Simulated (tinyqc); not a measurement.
sp3s* tight binding, step by step. Values are carried at full precision from step to step, so a last printed digit may differ when a step is redone from the rounded ones.

sp3s* tight binding, nearest neighbours only: anion (a) at 0, cation (c) at a/4 (1,1,1), orbitals s, px, py, pz, s* on each; k in units of 2 pi/a. With phases e_j = exp(i (pi/2) k.n_j) for n = (1,1,1), (1,-1,-1), (-1,1,-1), (-1,-1,1): g0 = (e1+e2+e3+e4)/4, g1 = (e1+e2-e3-e4)/4, g2 = (e1-e2+e3-e4)/4, g3 = (e1-e2-e3+e4)/4. The diagonal holds the levels Esa, Epa, Exa (s*) and Esc, Epc, Exc. Anion-cation block: <sa|sc> = Vss g0; <sa|xc> = Vsapc g1; <xa|sc> = -Vscpa g1; <xa|xc> = Vxx g0; <xa|yc> = <ya|xc> = Vxy g3, <xa|zc> = <za|xc> = Vxy g2, <ya|zc> = <za|yc> = Vxy g1; <s*a|xc> = Vxapc g1; <xa|s*c> = -Vpaxc g1; y and z take g2 and g3 in place of g1; s-s* and s*-s* vanish.

Constants: hbar^2/2m0 = 3.80998211 eV angstrom^2.

Parameters, chosen for this exercise (near a published set for InAs, fitted to gaps, whose masses and valley positions are rough; shifted at random, so the results belong to these values and not to a real crystal):
- k = (0.24, 0.24, 0.24) 2 pi/a (wave vector)
- Esa = -9.593 eV (s level of the anion)
- Epa = 0.915 eV (p level of the anion)
- Esc = -2.736 eV (s level of the cation)
- Epc = 3.725 eV (p level of the cation)
- Exa = 7.401 eV (s* level of the anion)
- Exc = 6.745 eV (s* level of the cation)
- Vss = -5.592 eV (s-s)
- Vxx = 1.852 eV (px-px)
- Vxy = 4.458 eV (px-py)
- Vsapc = 3.048 eV (s anion, p cation)
- Vscpa = 5.407 eV (s cation, p anion)
- Vxapc = 3.386 eV (s* anion, p cation)
- Vpaxc = 3.883 eV (p anion, s* cation)
- a = 6.063 angstrom (lattice constant)

## Phase sums

Form g0 to g3 at this k.

g0, g1, g2, g3: 0.80378-0.04989i  -0.12600+0.31824i  -0.12600+0.31824i  -0.12600+0.31824i

## The Hamiltonian without spin-orbit coupling

Fill in the 10 x 10 matrix.

H(k) (eV):
```
                  sa               xa               ya               za              s*a               sc
sa           -9.5930                0                0                0                0  -4.4947+0.2790i
xa                 0           0.9150                0                0                0   0.6813-1.7207i
ya                 0                0           0.9150                0                0   0.6813-1.7207i
za                 0                0                0           0.9150                0   0.6813-1.7207i
s*a                0                0                0                0           7.4010                0
sc   -4.4947-0.2790i   0.6813+1.7207i   0.6813+1.7207i   0.6813+1.7207i                0          -2.7360
xc   -0.3840-0.9700i   1.4886+0.0924i  -0.5617-1.4187i  -0.5617-1.4187i  -0.4266-1.0776i                0
yc   -0.3840-0.9700i  -0.5617-1.4187i   1.4886+0.0924i  -0.5617-1.4187i  -0.4266-1.0776i                0
zc   -0.3840-0.9700i  -0.5617-1.4187i  -0.5617-1.4187i   1.4886+0.0924i  -0.4266-1.0776i                0
s*c                0   0.4893+1.2357i   0.4893+1.2357i   0.4893+1.2357i                0                0

                  xc               yc               zc             s*c
sa   -0.3840+0.9700i  -0.3840+0.9700i  -0.3840+0.9700i               0
xa    1.4886-0.0924i  -0.5617+1.4187i  -0.5617+1.4187i  0.4893-1.2357i
ya   -0.5617+1.4187i   1.4886-0.0924i  -0.5617+1.4187i  0.4893-1.2357i
za   -0.5617+1.4187i  -0.5617+1.4187i   1.4886-0.0924i  0.4893-1.2357i
s*a  -0.4266+1.0776i  -0.4266+1.0776i  -0.4266+1.0776i               0
sc                 0                0                0               0
xc            3.7250                0                0               0
yc                 0           3.7250                0               0
zc                 0                0           3.7250               0
s*c                0                0                0          6.7450
```

## Levels at this k

Diagonalise H, which belongs to k = (0.24, 0.24, 0.24) (2 pi/a). Four bands are filled (two electrons each); give the make-up of band 5, the lowest empty one.

levels (eV): -12.1141  -3.7265  -0.5888  -0.5888  1.6180  4.3469  5.2288  5.2288  7.6198  8.7129

weights of band 5: s 0.517, p 0.418, s* 0.066

weight of band 5 on atom a = 0.320

The vertical gap at this k is 2.2068 eV; band 5 is mostly s-like.

## Levels at Gamma

At k = 0 only g0 = 1 is left and H falls into 2 x 2 blocks [[E_a, V], [V, E_c]] with roots (E_a + E_c)/2 -/+ sqrt(((E_a - E_c)/2)^2 + V^2); the s* levels stay uncoupled. The direct gap runs from the highest lower root of the p blocks to the lowest upper root.

Blocks at Gamma (eV):

| block | E_a | E_c | V | lower root | upper root |
|---|---|---|---|---|---|
| s (Gamma1) | -9.5930 | -2.7360 | -5.5920 | -12.7239 | 0.3949 |
| p (Gamma15) | 0.9150 | 3.7250 | 1.8520 | -0.0046 | 4.6446 |

direct gap at Gamma = 0.3995 eV

The lowest empty level at Gamma is s-like.

## Bands near the gap

Diagonalise at L = (1/2,1/2,1/2), X = (1,0,0), W = (1,1/2,0), K = (3/4,3/4,0) and at the fractions named between them; energies from the top of the valence band at Gamma; 4 bands are filled.

Levels (eV):

| k | level 2 | level 3 | level 4 | level 5 | level 6 |
|---|---|---|---|---|---|
| L | -6.286 | -1.129 | -1.129 | 1.364 | 4.118 |
| L-G 0.5 | -3.882 | -0.619 | -0.619 | 1.618 | 4.337 |
| G | 0.000 | 0.000 | 0.000 | 0.399 | 4.649 |
| G-X 0.2 | -1.483 | -0.316 | -0.316 | 1.513 | 4.269 |
| G-X 0.4 | -3.268 | -1.005 | -1.005 | 2.252 | 3.568 |
| G-X 0.6 | -4.973 | -1.696 | -1.696 | 2.492 | 2.969 |
| G-X 0.7 | -5.731 | -1.972 | -1.972 | 2.468 | 2.789 |
| G-X 0.8 | -6.375 | -2.178 | -2.178 | 2.383 | 2.704 |
| G-X 0.9 | -6.836 | -2.306 | -2.306 | 2.306 | 2.669 |
| X | -7.010 | -2.350 | -2.350 | 2.277 | 2.658 |
| W | -7.010 | -2.350 | -2.350 | 2.277 | 2.658 |
| K | -6.915 | -2.540 | -1.987 | 2.136 | 2.846 |
| K-G 0.5 | -4.551 | -1.566 | -0.680 | 1.957 | 3.808 |

On these points the lowest empty level is lowest at G, 0.399 eV above the top.

## Valleys and masses

The lowest conduction level at Gamma, at its minimum on (x,0,0) for x from 0.5 to 1, and at the point L (L, and X where the search ends there, need not be minima in this model; a zero or negative inverse mass shows it). Inverse masses m0/m = (E(+h) + E(-h) - 2 E)/(2 c q^2) with c = hbar^2/2m0, q = h 2 pi/a, h = 0.002; longitudinal along the valley axis ([100] at Gamma and Delta, [111] at L), transverse along [010] or [1-10]. A dash: the next level lies within 0.15 eV, so a single mass has no use there.

Valleys:

| valley | x (2 pi/a) | E - Ev (eV) | m0/m_l | m0/m_t |
|---|---|---|---|---|
| Gamma | 0.0000 | 0.3995 | 34.49 | 34.49 |
| Delta | 1.0000 | 2.2771 | 0.72 | 0.00 |
| L | 0.5000 | 1.3636 | 0.55 | 2.31 |

Of these three the lowest is Gamma, which makes the gap direct, 0.3995 eV. At Delta m0/m_t is 0.00. This nearest-neighbour model is fitted to gaps: it places the Delta minimum and the masses at Delta and L only roughly (transverse masses can be several times too heavy), and since its bands are flat from X to W the transverse mass grows too heavy towards X; d orbitals or second neighbours cure this.

## Checks

- Direct gap at Gamma from the blocks against the full matrix: both 0.399486.

Run: tinyqc, `OMP_NUM_THREADS=1 python tinyqc.py 1451015 1451016 out.jsonl`; Intel(R) Xeon(R) Processor @ 2.30GHz, one thread, shared host; about 0.1 s of CPU time with all checks.
